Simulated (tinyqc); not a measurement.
From results back to parameters: phonon-assisted absorption at an indirect gap. Two cases, with inputs chosen for the exercise.

Problem. One phonon: alpha = A [N (E - Eg + w)^2 + (N + 1)(E - Eg - w)^2], each term only above its threshold, N = 1/(exp(w/kB Tm) - 1). The first two energies lie below the emission threshold and the third above it.

Constants: kB = 8.617333262e-05 eV/K.

Find: slope sqrt(A N); threshold Eg - w; w; Eg; A.

Method. sqrt(alpha) at the first two energies is a line with slope sqrt(A N) and intercept Eg - w. The excess at the third energy is A N exp(w/kB Tm) (E - (Eg - w) - 2w)^2, which has one root w with the emission threshold between the second and third energies.

Case 1.

Values chosen (out of a larger set: loosely those of Si at room temperature; Eg is not tied to T; not measured data): Es = (1.106, 1.178, 1.241) eV (three photon energies); Tm = 250 K.

alpha at the three energies (1/cm): 0.09946535  1.674826  9.194603

Solution.

slope sqrt(A N) = 13.59 1/(cm^(1/2) eV)
threshold Eg - w = 1.0828 eV
w = 59.2 meV
Eg = 1.142 eV
A = 2.7e+03 1/(cm eV^2)

Case 2.

Values chosen (out of a larger set: loosely those of Si at room temperature; Eg is not tied to T; not measured data): Es = (1.075, 1.143, 1.205) eV (three photon energies); Tm = 250 K.

alpha at the three energies (1/cm): 0.08973514  1.491515  8.204586

Solution.

slope sqrt(A N) = 13.55 1/(cm^(1/2) eV)
threshold Eg - w = 1.0529 eV
w = 56.1 meV
Eg = 1.109 eV
A = 2.3e+03 1/(cm eV^2)

Computed by tinyqc, one run a case: `OMP_NUM_THREADS=1 python tinyqc.py N N+1 out.jsonl` with N = 1681575, 1681660; one thread of a shared Intel(R) Xeon(R) Processor @ 2.30GHz, about 0.01 s a run at most.
